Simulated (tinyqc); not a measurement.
From gap back to single-ion anisotropy K: Heisenberg magnet: exchange from energy differences, ordering vector, linear spin waves and ordering temperature. Computed by tinyqc, a small Python program. Command: `OMP_NUM_THREADS=1 python tinyqc.py 3005051 3005052 out.jsonl magnon inv`. One thread of a shared host (Intel(R) Xeon(R) Processor @ 2.30GHz), about 0.9 s of CPU time with the checks.

H = -sum over pairs <ij> J_ij S_i.S_j - K sum_i (S_i^z)^2, each pair once, J > 0 ferromagnetic. First neighbours: 6 at a (1, 0, 0), second: 12 at a (1, 1, 0), with all permutations and signs.

Inputs (values chosen for the exercise, for a model magnet): exchange J1 = -1.03 meV; exchange J2 = -0.12 meV; spin S = 2; lattice constant a = 5.09 angstrom.

Lattice: simple cubic. Order: Neel (nearest neighbours antiparallel).

Method. g_s(q) = sum over shell s of cos(q.R), z1 = g1(0). A(q) = S [-J1 g1(0) + J2 (g2(0) - g2(q))] + (2S - 1) K, B(q) = S J1 g1(q), E(q) = sqrt(A^2 - B^2). The factor 2S - 1 removes the anisotropy for S = 1/2. sum R_x^2 over the shells is s1 = 2 a^2 and s2 = 8 a^2. Without K, E = c q with c = S sqrt(z1 |J1| (|J1| s1 + J2 s2)); the gap is E(0) = sqrt(k (k + 2 S z1 |J1|)), k = (2S - 1) K.

Question. A run gave the result below. Find the single-ion anisotropy K, known to lie between 0.038 and 0.096 meV.

gap = 2.073456 meV

Answer.

Each step takes the trial c = (a f_b - b f_a)/(f_b - f_a), f being the result less the target and a, b, c the logarithms of the listed values; c replaces end b, the old b replaces a if the sign of f changed, and otherwise f_a is halved.

Scan of the range:
```
single-ion anisotropy K (meV)  gap (meV)
0.0380                           1.68258
0.0443                           1.81740
0.0518                           1.96612
0.0604                           2.12417
0.0705                           2.29630
0.0823                           2.48281
0.0960                           2.68371
```

False position (Illinois rule, in the logarithm of the input) inside the bracket:
```
step      end a      end b      trial  gap (meV)
1     0.0518000  0.0604000  0.0574953    2.07210
2     0.0604000  0.0574953  0.0575691    2.07344
3     0.0604000  0.0575691  0.0575709    2.07347
4     0.0575691  0.0575709  0.0575700    2.07346
```

gap rises at every point of a 13-point scan of the range (every second point is shown), so one value fits; it is bracketed by 0.0518 and 0.0604. Answer: single-ion anisotropy K = 0.05757 meV.
